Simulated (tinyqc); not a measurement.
Thermal and gravitational stress in a wafer during furnace and rapid thermal processing, and the onset of slip: one step, computed by the program tinyqc. Command: `OMP_NUM_THREADS=1 python tinyqc.py 3014618 3014619 out.jsonl slip walk`. One thread of a shared host (Intel(R) Xeon(R) Processor @ 2.30GHz), about 0.01 s of CPU time with the checks.

A thin free disc in plane stress, isotropic; T(r) = T_centre + dT (r/R)^n with n = 2. Stress is positive in tension; sigma_SB = 5.670374419e-8 W/(m^2 K^4), g = 9.80665 m/s^2.

Question. Slip criterion. With x = r/R: s_rr = alpha E dT (1 - x^n)/(n + 2), s_tt = alpha E dT [1 - (n + 1) x^n]/(n + 2). Critical resolved stress tau_c = A exp(U/(k_B T)), a form chosen for the exercise; slip when 0.492799 |s_tt(R)| > tau_c; allowed |dT| = tau_c (n + 2)/(0.492799 n alpha E).

Inputs (values chosen for the exercise, modelled on silicon):
```
quantity                              value    unit
Young's modulus E                       161     GPa
expansion alpha                         4.1  1e-6/K
edge less centre temperature dT         2.6       K
temperature T                          1150       K
prefactor A of the critical stress  0.00031     MPa
energy U of the critical stress        1.02      eV
```

Temperature profile: parabolic.

hoop stress at the edge = -0.85813 MPa

Constants: k_B = 8.617333262e-05 eV/K.

Give: critical stress tau_c; resolved over critical stress; allowed |dT|.

Answer.

critical stress tau_c = 9.1501 MPa

resolved over critical stress = 0.046217

allowed |dT| = 56.257 K

No slip; the margin is a factor 22.
